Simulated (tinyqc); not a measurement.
# FinFET, parasitic resistance, capacitance and delay: effects of single changes

Nf fins under one contact; each has gated perimeter p = 2 Hf + Wf and cross-section A = Hf Wf; contact width Wc = Nf pf, stack height Hs = Hf. Contact length Lc = CPP - Lg - 2 Lsp, shared by two neighbouring gates. Source and drain sides are equal. The formulas are first-order estimates, not field solutions.

Parameters, values chosen for the exercise; values close to those of silicon logic devices:

| symbol | value | unit | meaning |
|---|---|---|---|
| T | 300 | K | temperature |
| Nf | 4 |  | number of fins |
| Hf | 60 | nm | fin height |
| Wf | 5 | nm | fin width |
| pf | 30 | nm | fin pitch |
| CPP | 60 | nm | contacted gate pitch |
| Lg | 16 | nm | gate length |
| Lsp | 6 | nm | spacer length |
| ks | 3.3 |  | relative permittivity of the spacer |
| Hc | 15 | nm | gate height above the channel stack |
| rc | 1.4e-9 | ohm cm^2 | contact resistivity |
| re | 0.00057 | ohm cm | resistivity of the source-drain epitaxy |
| te | 25 | nm | current-carrying depth of the epitaxy |
| rx | 0.0017 | ohm cm | resistivity of the extension |
| Lov | 2 | nm | gate overlap |
| Cinv | 2.8 | uF/cm^2 | inversion capacitance |
| vx | 9e6 | cm/s | injection velocity |
| mu | 210 | cm^2/(V s) | apparent mobility |
| VT | 0.25 | V | threshold at zero drain voltage |
| dl | 0.076 | V/V | barrier lowering |
| n | 1.12 |  | subthreshold factor |
| Cw | 0.1 | fF | wire load |
| Vdd | 0.75 | V | supply voltage |

Constants: q = 1.602176634e-19 C, kB = 1.380649e-23 J/K, eps0 = 8.8541878128e-12 F/m, Vt = kB T/q. Results are converted to the units shown.

Each table varies one quantity; the others keep the values above.

## Effect of the contacted gate pitch

Epitaxy sheet resistance Rsh = re/te, transfer length LT = sqrt(rc/Rsh), contact Rc = [sqrt(rc Rsh)/Wc] coth(Lc/(2 LT)); extension of one fin Rx = rx Lsp/A. With N fins: gate Cg = Cinv p N Lg; per side, plate Cp = ks eps0 [Wc (Hs + Hc) - N A]/Lsp, top fringe Cf = (2/pi) ks eps0 Wc ln(1 + Lg/(2 Lsp)), overlap Co = Cinv p N Lov. One fin: I = p Q vx u/(1 + |u|^1.8)^(1/1.8), Q = Cinv n Vt ln(1 + exp((Vg' - VT + dl Vd')/(n Vt))), u = Vd' mu/(vx Lg), Vg' = Vgs - v, Vd' = Vds - 2 v, with the drop on each side v = Rc (sum of I) + Rx I. Ieff = [I(Vgs = Vdd, Vds = Vdd/2) + I(Vdd/2, Vdd)]/2, total currents. With Cs = Cp + Cf + Co, the load of an inverter of two such devices driving an equal one is CL = 2 (Cg + 2 Cs) + 4 Cs + Cw (own drains counted twice for the Miller effect); delay CL Vdd/(2 Ieff).

The same in every row: Rx/N (ohm) = 85.00; CL (aF) = 1091.

Effect of the contacted gate pitch:
```
CPP (nm)	Rc (ohm)	Ieff (uA)	delay (ps)
36	294.2	256.8	1.593
42	171.1	304.6	1.343
48	122.9	325.6	1.257
54	97.83	337.1	1.214
60	82.78	344.2	1.189
66	72.99	348.9	1.173
72	66.28	352.2	1.162
78	61.52	354.5	1.154
```

Read the table: what changes, and by how much?

As CPP goes from 36 to 78 nm, Ieff rises from 257 to 355 uA, CL stays at 1090 aF and the delay falls from 1.59 to 1.15 ps. Only the contact length changes, so the capacitance stays and the pitch acts through Rc.

## Effect of the fin height

Same model as above.

The same in every row: Rc (ohm) = 82.78.

Results:
```
Hf (nm)	Rx/N (ohm)	Ieff (uA)	CL (aF)	delay (ps)
20	255.0	132.2	505.1	1.433
40	127.5	242.3	798.0	1.235
50	102.0	294.2	944.5	1.204
60	85.00	344.2	1091	1.189
70	72.86	392.3	1237	1.183
80	63.75	438.5	1384	1.184
90	56.67	482.9	1530	1.188
```

Estimate the missing row, Hf = 30 nm.

Computed row:
```
Hf (nm)	Rx/N (ohm)	Ieff (uA)	CL (aF)	delay (ps)
30	170.0	188.3	651.6	1.298
```

With this row back in the table: As Hf goes from 20 to 90 nm, Ieff rises from 132 to 483 uA, CL rises from 505 to 1530 aF and the delay goes from 1.43 through a minimum of 1.18 (at Hf = 70 nm among the rows listed) to 1.19 ps. From the first row to the last Ieff grows by a factor of 3.65 and CL by 3.03; the first step changes the delay by -9.5 %, the last by 0.41 %.

## Effect of the fin pitch

Same model as above.

The same in every row: Rx/N (ohm) = 85.00.

Effect of the fin pitch:
```
pf (nm)	Rc (ohm)	Ieff (uA)	CL (aF)	delay (ps)
18	138.0	318.9	944.7	1.111
22	112.9	330.2	993.5	1.128
26	95.51	338.2	1042	1.156
30	82.78	344.2	1091	1.189
36	68.98	350.9	1164	1.244
44	56.44	357.0	1262	1.325
```

As pf goes from 18 to 44 nm, Ieff rises from 319 to 357 uA, CL rises from 945 to 1260 aF and the delay rises from 1.11 to 1.33 ps.

tinyqc, about 0.05 s, one thread, Intel Xeon 2.30GHz (shared host): `OMP_NUM_THREADS=1 python tinyqc.py 2170125 2170126 out.jsonl`
